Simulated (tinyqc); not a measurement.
Two-valley model of the transferred-electron effect: one step, computed by the program tinyqc.

Both kinds of valley share one electron temperature T_e, and each has a constant mobility.

Question. Velocity. Density-of-states ratio R = Z (m2/m1)^(3/2); n2/n1 = R exp(-dE/(k_B T_e)); mean mobility mu = (mu1 + mu2 n2/n1)/(1 + n2/n1); energy balance e mu F^2 = (3/2) k_B (T_e - T)/tau_E; v = mu F.

Inputs (values chosen for the exercise, modelled on CdTe):
```
quantity                       value        unit
central-valley mass m1         0.092         m_0
satellite-valley mass m2        0.32         m_0
satellite valleys Z                4           -
valley separation dE            0.53          eV
central-valley mobility mu1     1200  cm^2/(V s)
satellite-valley mobility mu2     85  cm^2/(V s)
lattice temperature T            200           K
electric field F                 5.8       kV/cm
```

Solver: bisection.

electron temperature T_e = 387.3799 K

Constants: k_B = 8.617333262e-05 eV/K.

Give: share in the satellites; mean mobility; drift velocity.

Answer.

share in the satellites = 3.303e-04 %

mean mobility = 1200 cm^2/(V s)

drift velocity = 0.6960 1e7 cm/s
